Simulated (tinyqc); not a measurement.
Haynes-Shockley experiment: drift, diffusion and decay of a minority-carrier pulse: one step, computed by the program tinyqc.

A thin sheet of excess carriers is made at x = 0, t = 0 in a long uniform bar; injection is low, so the pulse moves with the minority mobility.

Task: Simple reading of the pulse. With w the full width at half maximum: mu = d/(F t_p); D = (w d)^2/(16 ln2 t_p^3); Einstein ratio D/mu against k_B T/e.

Inputs (values chosen for the exercise, modelled on holes in n-type silicon in a lightly doped bar):

| quantity | value | unit |
|---|---|---|
| minority mobility mu | 492 | cm^2/(V s) |
| temperature T | 300 | K |
| field F | 8.4 | V/cm |
| distance d to the collector | 0.34 | cm |

time of the peak t_p = 80.02731 microsecond

width at half maximum = 25.19707 microsecond

D = 12.71918 cm^2/s

Constants: k_B = 8.617333262e-05 eV/K.

Give: apparent mobility; apparent D; apparent D/mu; error of mu; error of D.

Result:

apparent mobility = 505.8 cm^2/(V s)

apparent D = 12.91 cm^2/s

apparent D/mu = 25.53 mV

error of mu = 2.801 %

error of D = 1.517 %
